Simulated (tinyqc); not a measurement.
X-ray reflectivity of a thin film on silicon: critical angles, Parratt recursion, fringes and roughness: one step, computed by the program tinyqc.

n = 1 - delta + i beta; the classical electron radius is r_e = 2.8179403e-6 nm. Layer 0 is vacuum, 1 the film, 2 the substrate.

Question. Fringe period, contrast and decay. Far above the critical angle the period is d theta = lambda/(2 d), or 2 pi/d in q; the envelope runs between (|r_01| - |r_12 p|)^2 and (|r_01| + |r_12 p|)^2; contrast = 2 a b/(a^2 + b^2) with a = |r_01|, b = |r_12 p|; roughness factors on the amplitudes are about exp(-q^2 sigma^2/2).

Inputs (values chosen for the exercise, modelled on copper on silicon, copper K-alpha radiation):
```
quantity                              value  unit
wavelength lambda                   0.15406    nm
film thickness d                       68.8    nm
roughness of the surface sigma_1       0.97    nm
roughness of the interface sigma_2     0.22    nm
```

1000 r_01 = 0.7781248-0.0199290i

1000 r_12 = -8.778753+0.210508i

p = 0.3592801-0.8176127i

q = 4 pi sin(theta)/lambda = 2.519426 1/nm

Give: period in theta; period in q; contrast; roughness factor, surface; roughness factor, interface.

Answer.

period in theta = 0.06415 degrees

period in q = 0.09133 1/nm

contrast = 0.1966

roughness factor, surface = 0.05048

roughness factor, interface = 0.8576
